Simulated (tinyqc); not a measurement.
Thinning the film: dielectric confinement in a thin film (image charges).

A film |z| < t/2 of dielectric constant eps between half-spaces of dielectric constant e2; lam = (eps - e2)/(eps + e2), q = e^2/(4 pi eps0). The self-energy of a band edge is taken with the high-frequency value, e2 = eh, and the field of a fixed ion with the static one, e2 = eo. A charge at z has images lam^|n| at n t + (-1)^n z. Its self-energy is S(z) = (q/2 eps) sum over n >= 1 of lam^n [1/(n t - 2z) + 1/(n t + 2z)] for odd n and 2 lam^n/(n t) for even n; at the centre S(0) = -(q/(eps t)) ln(1 - lam).

Donor at the centre, lam from the static eo, trial function cos(pi z/t) exp(-rho/l): E(l) = c/(m l^2) - (q/eps) times the integral over k of F(k t) (1 + (k l/2)^2)^(-3/2), with F(x) = F0 + 2 lam exp(-x) G/(1 - lam exp(-x)), F0 = 2[(1 - exp(-x/2))/x + x (1 + exp(-x/2))/(x^2 + 4 pi^2)], G = 2 sinh(x/2)[1/x - x/(x^2 + 4 pi^2)]; c = hbar^2/2m0. The binding energy is -E at the minimum, counted from the subband edge with its self-energy.

Constants: e^2/(4 pi eps0) = 14.39964547 eV angstrom; hbar^2/2m0 = 3.80998211 eV angstrom^2; Ry = 13.60569312 eV.

Inputs chosen for the exercise (near those of an InGaAs film between layers of HfO2; shifted at random, so the results belong to these values and not to a real crystal):
```
symbol  value                          unit      meaning
eps     13.6                                     dielectric constant of the film
eh      4                                        high-frequency dielectric constant outside
eo      22.6                                     static dielectric constant outside
m       0.045                          m0        mass in the plane
mz      0.046                          m0        mass across the film
ts      (10, 15, 22, 32, 48, 70, 100)  angstrom  thicknesses
```

<S> is the mean over (2/t) cos^2(pi z/t); confinement c (pi/t)^2/mz; donor binding with and without images.

Results:
```
t (angstrom)  <S> (meV)  confinement (meV)  binding, no images (meV)  binding (meV)  l (angstrom)
10                 96.2             8174.6                      12.4            5.1         125.2
15                 64.1             3633.1                      12.1            5.2         123.1
32                 30.1              798.3                      11.1            5.5         119.9
48                 20.0              354.8                      10.4            5.7         120.0
70                 13.7              166.8                       9.6            5.7         122.2
100                 9.6               81.7                       8.8            5.6         126.7
```

Give the missing row, t (angstrom) = 22.

Computed row:
```
t (angstrom)  <S> (meV)  confinement (meV)  binding, no images (meV)  binding (meV)  l (angstrom)
22                 43.7             1689.0                      11.6            5.4         121.1
```

Between 100 and 10 angstrom the binding goes from 5.6 to 5.1 meV; quantum confinement alone would take it from 8.8 to 12.4, so the images supply -3.2 and -7.3 meV. |<S>| goes as 1/t and exceeds the confinement energy beyond 850 angstrom. Hard-wall energies above 300 meV (up to t = 48 angstrom) overstate the confinement: walls are finite and valleys non-parabolic.

Computed by tinyqc, a small Python program: `OMP_NUM_THREADS=1 python tinyqc.py 1280682 1280683 out.jsonl` (the numbers bound the seed that draws the inputs); one thread of a shared host (Intel(R) Xeon(R) Processor @ 2.30GHz), about 0.09 s for the whole set of steps.
